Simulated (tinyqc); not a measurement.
From results back to parameters: band gaps under pressure and temperature from deformation potentials. Four cases, with inputs chosen for the exercise.

Problem. A gap falls from its value at 0 K by aV T^2/(T + bV). The falls at two temperatures are given.

Find: T^2/fall; aV; bV.

Method. T^2/fall = (T + bV)/aV is a straight line in T with slope 1/aV and intercept bV/aV.

Case 1.

Values chosen (out of a larger set: near those of InP, the X and L potentials typical of such crystals; not measured data): T12 = (150, 300) K (two temperatures).

falls at the two temperatures (meV): 26.203416  71.504237

Solution.

T^2/fall (K^2/meV): 858.7  1258.7

aV = 0.375 meV/K
bV = 172 K

Case 2.

Values chosen (out of a larger set: near those of InAs, the X and L potentials typical of such crystals; not measured data): T12 = (150, 300) K (two temperatures).

falls at the two temperatures (meV): 26.776860  66.122449

Solution.

T^2/fall (K^2/meV): 840.3  1361.1

aV = 0.288 meV/K
bV = 92 K

Case 3.

Values chosen (out of a larger set: near those of GaAs, the X and L potentials typical of such crystals; not measured data): T12 = (200, 400) K (two temperatures).

falls at the two temperatures (meV): 50.120482  135.284553

Solution.

T^2/fall (K^2/meV): 798.1  1182.7

aV = 0.520 meV/K
bV = 215 K

Case 4.

Values chosen (out of a larger set: near those of Ge, the X and L potentials typical of such crystals; not measured data): T12 = (77, 300) K (two temperatures).

falls at the two temperatures (meV): 8.948253  85.514950

Solution.

T^2/fall (K^2/meV): 662.6  1052.4

aV = 0.572 meV/K
bV = 302 K

Computed by tinyqc, one run a case: `OMP_NUM_THREADS=1 python tinyqc.py N N+1 out.jsonl` with N = 1050564, 1050573, 1050622, 1050627; one thread of a shared Intel(R) Xeon(R) Processor @ 2.30GHz, about 0.01 s a run at most.
